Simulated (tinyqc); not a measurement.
Worked calculation: Hubbard ring of 6 sites. Computed by tinyqc, a small Python program that keeps every step. Settings: hopping = 1.42, U = 4.8, mixing = 0.5, iteration cap = 55. Command: `OMP_NUM_THREADS=1 python tinyqc.py 20956 20957 out.jsonl` (the two numbers bound the seeds that draw the settings). One thread of a shared host (Intel(R) Xeon(R) Processor @ 2.60GHz), about 0.3 s of CPU time with the checks.

one-body matrix (hopping and site energies) (eV):
```
           1          2          3          4          5          6
1   0.330000  -1.420000   0.000000   0.000000   0.000000  -1.420000
2  -1.420000  -0.500000  -1.420000   0.000000   0.000000   0.000000
3   0.000000  -1.420000  -0.510000  -1.420000   0.000000   0.000000
4   0.000000   0.000000  -1.420000  -0.410000  -1.420000   0.000000
5   0.000000   0.000000   0.000000  -1.420000  -0.760000  -1.420000
6  -1.420000   0.000000   0.000000   0.000000  -1.420000   0.400000
```

U = 4.800000 eV

electrons, up and down: 5  1

n(up) at the start (a guess, not normalised): 1 0.833000, 2 0.833000, 3 0.833000, 4 0.833000, 5 0.833000, 6 0.833000

n(down) at the start (a guess): 1 0.167000, 2 0.167000, 3 0.167000, 4 0.167000, 5 0.167000, 6 0.167000

Each step fills the lowest levels of T + U n(other spin) and sets n(new) = n + mixing (n(out) - n); stop when output and input agree to 1e-8.

Course of the cycle:
```
iteration       E (eV)  largest |n(out) - n(in)|  mean |n_up - n_down|
1          -3.16264746                  1.27e-01              0.666667
2          -3.23695752                  2.03e-02              0.666667
3          -3.23867889                  1.27e-02              0.666667
4          -3.24005090                  1.17e-02              0.666667
5          -3.24143670                  1.17e-02              0.666667
6          -3.24285700                  1.19e-02              0.666667
7          -3.24430863                  1.21e-02              0.666667
8          -3.24578503                  1.24e-02              0.666667
9          -3.24727864                  1.27e-02              0.666667
10         -3.24878146                  1.29e-02              0.666667
11         -3.25028541                  1.31e-02              0.666667
...                ...                       ...                   ...
45         -3.29224097                  1.46e-02              0.666667
46         -3.29340641                  1.47e-02              0.666667
47         -3.29457368                  1.48e-02              0.666667
48         -3.29574122                  1.49e-02              0.666667
49         -3.29690679                  1.49e-02              0.666667
50         -3.29806746                  1.49e-02              0.670423
51         -3.29921965                  1.49e-02              0.675152
52         -3.30035923                  1.49e-02              0.679844
53         -3.30148158                  1.48e-02              0.684491
54         -3.30258175                  1.47e-02              0.689081
55         -3.30365460                  1.46e-02              0.693602
```

Can the last value be used, and what does the course show?

Not by the stop rule. Not converged within 55 iterations: the residual has stopped falling. The lowest mean-field energy found from random starts is -3.31613 eV. Reruns (cap 100 unless said): mixing 0.2: not converged; mixing 0.9: not converged; the original settings with a cap of 400: converged in 208 (E = -3.31613).
